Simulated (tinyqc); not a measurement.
Longitudinal sound in a periodic multilayer: transfer matrices, stop bands and folded phonons: one step, computed by the program tinyqc. Command: `OMP_NUM_THREADS=1 python tinyqc.py 3026956 3026957 out.jsonl multilayer walk`. One thread of a shared host (Intel(R) Xeon(R) Processor @ 2.30GHz), about 0.01 s of CPU time with the checks.

Layers 1 and 2 repeat with period d = d_1 + d_2; waves travel normal to the layers, without loss. State vector (u, s): displacement u and stress divided by omega. Impedances Z = rho v are in 1e6 kg/(m^2 s).

Task: Transfer matrix of one period. A layer maps (u, s) by [[cos p, sin p/Z], [-Z sin p, cos p]], p = 2 pi f d_i/v_i; one period is M = M_2 M_1, and cos(q d) = trace(M)/2.

Inputs (values chosen for the exercise, modelled on gallium arsenide (layer 1), aluminium arsenide (layer 2) and silicon (substrate)):

| quantity | value | unit |
|---|---|---|
| velocity v_1 | 4700 | m/s |
| thickness d_1 | 21.7 | nm |
| velocity v_2 | 5710 | m/s |
| thickness d_2 | 25.9 | nm |
| frequency f | 30.3 | GHz |

Z_2 = 21.698

Z_1 = 24.534

Give: phase p_1; phase p_2; M; trace(M)/2.

Result:

phase p_1 = 0.8790 rad

phase p_2 = 0.8635 rad

M:
```
         1        2
1  -0.2474  0.04274
2   -22.80  -0.1032
```

trace(M)/2 = -0.1753

|trace/2| < 1: f lies in a pass band, with q d = 1.7470 rad (folded into 0 to pi).
